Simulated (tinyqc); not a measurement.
Worked calculation: two coupled magnetic layers: synthetic antiferromagnet, spin flop, exchange bias and magnetoresistance. Computed by tinyqc, a small Python program that keeps every step. Command: `OMP_NUM_THREADS=1 python tinyqc.py 3018580 3018581 out.jsonl saf walk`. One thread of a shared host (Intel(R) Xeon(R) Processor @ 2.30GHz), about 0.3 s of CPU time with the checks. Intermediate numbers are printed to about 6 digits and carried at full precision; extremes and crossings named in words are read from the listed rows.

Moments lie in the plane at the angles p1, p2 from the field. Energy per area: E = J1 cos(p1 - p2) + J2 cos^2(p1 - p2) - B M_s (t1 cos p1 + t2 cos p2) + K (t1 sin^2 p1 + t2 sin^2 p2).

Inputs (values chosen for the exercise, for a model stack):

| quantity | value | unit |
|---|---|---|
| saturation magnetisation M_s | 948 | kA/m |
| thickness t1 | 4.7 | nm |
| thickness t2 | 3.9 | nm |
| antiferromagnetic coupling J1 | 1.2 | mJ/m^2 |
| biquadratic coupling J2 | 0 | mJ/m^2 |
| in-plane anisotropy K | 1.3 | kJ/m^3 |
| field over the saturation field | 0.87 | - |
| spin polarisation P1 | 0.32 | - |
| spin polarisation P2 | 0.42 | - |
| resistance-area product, parallel | 3.2 | ohm micrometre^2 |
| exchange-bias energy J_ex | 0.04 | mJ/m^2 |

Field direction: along the easy axis.

## Saturation field

The parallel state is stable while the Hessian at p1 = p2 = 0 is positive: with c = J1 + 2 J2 and u = B M_s + 2K, (u t1 - c)(u t2 - c) > c^2, so B_sat M_s = c (1/t1 + 1/t2) - 2K. B_K = 2K/M_s.

exchange field c (1/t1 + 1/t2)/M_s = 593.894 mT

B_K = 2.74262 mT

saturation field B_sat = 591.151 mT

applied field B = 514.302 mT

## Limit of the antiparallel state

With p1 = 0, p2 = 180 degrees and c2 = J1 - 2 J2 the Hessian is [[c2 + t1 (2K + b), -c2], [-c2, c2 + t2 (2K - b)]], b = B M_s; its determinant vanishes at the positive root of t1 t2 b^2 - c2 (t1 - t2) b - [2K c2 (t1 + t2) + 4 K^2 t1 t2] = 0.

stability limit B_sf of the antiparallel state = 76.6064 mT

Net moment and anisotropy together hold the collinear state up to 0.13 B_sat.

## Equilibrium at the field B

The lowest minimum of E over both angles (from five starts; of two mirror images the one with p1 >= 0, and for equal layers |p1| <= |p2|).

p1 = 26.6459 degrees

p2 = -32.7260 degrees

m/m_sat along B = 0.869974

energy = -3.03373 mJ/m^2

The moments are canted, 59.4 degrees apart.

## Tunnel magnetoresistance against a free layer along B

Julliere: TMR = 2 P1 P2/(1 - P1 P2). Conductance G(theta) = G0 (1 + P1 P2 cos theta), so RA(theta) = RA_P (1 + P1 P2)/(1 + P1 P2 cos theta); theta = p2 for the layer next to the barrier.

TMR = 31.0536 %

RA, antiparallel = 4.19372 ohm micrometre^2

RA at this field = 3.26133 ohm micrometre^2

## Pinning of a single layer

A layer t1 on an antiferromagnet is shifted by B_ex = J_ex/(M_s t1).

bias field, single layer = 8.97747 mT

## Pinning of the pair

A rigid antiparallel pair has the net moment M_s (t1 - t2), so the same J_ex holds it up to J_ex/(M_s (t1 - t2)).

bias field, rigid pair = 52.7426 mT

## Magnetisation curve

The formulas are those given above.

Equilibrium states:

| B/B_sat | B (mT) | p1 (degrees) | p2 (degrees) | m/m_sat |
|---|---|---|---|---|
| 0.02 | 11.823 | 0.0000 | -180.000 | 0.09302 |
| 0.06 | 35.469 | 0.0000 | -180.000 | 0.09302 |
| 0.12 | 70.938 | 0.0000 | -180.000 | 0.09302 |
| 0.20 | 118.230 | 49.0348 | -111.300 | 0.19356 |
| 0.30 | 177.345 | 55.2692 | -91.642 | 0.29836 |
| 0.45 | 266.018 | 52.8927 | -74.676 | 0.44956 |
| 0.60 | 354.691 | 46.2583 | -60.694 | 0.59983 |
| 0.80 | 472.921 | 33.0326 | -41.091 | 0.79995 |
| 0.95 | 561.594 | 16.5177 | -20.039 | 0.94999 |
| 1.10 | 650.266 | 0.0000 | 0.000 | 1.00000 |

The collinear state is the lowest in 3 row(s), with m/m_sat = (t1 - t2)/(t1 + t2) = 0.093; then the moments are canted and close at B_sat. The largest gap between m/m_sat and B/B_sat in the canted rows is 0.006.

Checks made by the program: the energy against a grid over both angles (relative difference 5e-07).
